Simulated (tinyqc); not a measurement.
Inside a calculation. Method: CIS on RHF in the 3-21g basis, for H2, spin multiplicity 1. One step of it, computed by the program tinyqc.

Task: CIS matrix, triplets. A(ia,jb) = (e_a - e_i) d_ij d_ab - (ij|ab).

orbital energies (hartree): MO1 -0.579683, MO2 0.251544, MO3 0.943691, MO4 1.476541

Two-electron integrals over orbitals (pq|rs), unique and non-zero (hartree):
```
(11|11) 0.637875    (21|21) 0.093558    (22|11) 0.456462    (22|22) 0.412164
(31|11) 0.160499    (31|22) 0.058574    (31|31) 0.111142    (32|21) -0.012280
(32|32) 0.034871    (33|11) 0.555001    (33|22) 0.412017    (33|31) 0.131689
(33|33) 0.507162    (41|21) -0.080504   (41|32) -0.031615   (41|41) 0.126885
(42|11) -0.142661   (42|22) -0.061540   (42|31) -0.079050   (42|33) -0.111501
(42|42) 0.074226    (43|21) -0.099542   (43|32) -0.012509   (43|41) 0.126760
(43|43) 0.149583    (44|11) 0.651584    (44|22) 0.468725    (44|31) 0.198313
(44|33) 0.582333    (44|42) -0.170326   (44|44) 0.730711
```

Give: CIS matrix A, triplet.

Result:

CIS matrix A, triplet (hartree), lower triangle:
```
        1>2     1>3     1>4
1>2  0.3748
1>3  0.0000  0.9684
1>4  0.1427  0.0000  1.4046
```
